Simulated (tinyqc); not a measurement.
Tunnelling through a two-layer gate stack, WKB transmission and Tsu-Esaki current: two steps of the calculation.

Electrons leave the emitter at x = 0. Energies E (motion across the layers) are in eV from the emitter Fermi level; the collector Fermi level lies at -V and offers states at every E. No charge in the dielectric and no image force: F1 = V/(t1 + t2 eps1/eps2), F2 = F1 eps1/eps2; U = phi1 - F1 x in layer 1 and phi2 - F1 t1 - F2 (x - t1) in layer 2. With C = hbar^2/(2 m0), kappa = sqrt(m (U - E)/C) where U > E and 0 elsewhere; T(E) = exp(-S), S = 2 times the integral of kappa over x.

Parameters, values chosen for the exercise; layer 1 close to silicon nitride, layer 2 close to hafnium oxide: temperature T = 300 K; Fermi energy of the emitter above its band bottom Ef = 0.19 eV; emitter mass in the supply function me = 1 m0; barrier of layer 1 above the emitter Fermi level at zero bias phi1 = 2.08 eV; tunnelling mass of layer 1 m1 = 0.52 m0; thickness of layer 1 t1 = 0.8 nm; relative permittivity of layer 1 eps1 = 7.67; barrier of layer 2 at zero bias phi2 = 1.57 eV; tunnelling mass of layer 2 m2 = 0.19 m0; thickness of layer 2 t2 = 1.8 nm; relative permittivity of layer 2 eps2 = 21.2; voltage across the dielectric V = 1.4 V; lower end of the energy grid Ea = -0.19 eV; upper end of the energy grid Eb = 0.3 eV; points of the energy grid nE = 9.

Constants: q = 1.602176634e-19 C, kB = 1.380649e-23 J/K, hbar = 1.054571817e-34 J s, m0 = 9.1093837015e-31 kg, Vt = kB T/q, hbar^2/(2 m0) = 0.0380998212 eV nm^2. Results are converted to the units shown.

Problem 1. Fields and band edges. F1 = V/(t1 + t2 eps1/eps2), F2 = F1 eps1/eps2; U = phi1 - F1 x in layer 1 and phi2 - F1 t1 - F2 (x - t1) in layer 2. EOT = 3.9 (t1/eps1 + t2/eps2).

Give: F1; F2; U at the end of layer 1; U at the start of layer 2; U at the end of layer 2; EOT.

Solution 1.

F1 = 9.647 MV/cm
F2 = 3.490 MV/cm
U at the end of layer 1 = 1.308 eV
U at the start of layer 2 = 0.7982 eV
U at the end of layer 2 = 0.1700 eV
EOT = 0.7379 nm

Problem 2. Current density on a coarse energy grid. Each layer adds (2/F) sqrt(m/C) [G(u at its left edge) - G(u at its right edge)] to S, with u = U - E (0 where negative) and G(u) = (2/3) u^1.5. The slope follows from 1/d = -dS/dE.

J = J0 times the integral of T(E) N(E) dE, N = ln[(1 + exp(-E/Vt))/(1 + exp((-E - V)/Vt))], J0 = q^2 me m0 kB T/(2 pi^2 hbar^3) (times 1e-4 for A/cm^2 per eV), by Simpson's rule on nE equally spaced points from Ea to Eb.

Wanted: E; T(E); N; T(E) N; J0; J.

Solution 2.

E, point 0 to 8 (eV): [-0.19000, -0.12875, -0.06750, -0.00625, 0.05500, 0.11625, 0.17750, 0.23875, 0.30000]
T(E), point 0 to 8: [4.3951e-7, 6.8999e-7, 1.1067e-6, 1.8219e-6, 3.1013e-6, 5.5336e-6, 1.0845e-5, 2.3002e-5, 4.7399e-5]
N, point 0 to 8: [7.3502, 4.9871, 2.6819, 0.82132, 0.11256, 0.011084, 0.0010421, 9.7534e-5, 9.1247e-6]
T(E) N, point 0 to 8: [3.2305e-6, 3.4411e-6, 2.9679e-6, 1.4963e-6, 3.4907e-7, 6.1331e-8, 1.1302e-8, 2.2434e-9, 4.3250e-10]
J0 = 4.1837e8 A/(cm^2 eV)
J = 255.32 A/cm^2

The integrand peaks at E = -0.129 eV among these points.

Computed by the program tinyqc: `OMP_NUM_THREADS=1 python tinyqc.py 2540142 2540143 out.jsonl`, one thread of a shared Intel Xeon 2.30GHz, about 0.05 s for the whole run.
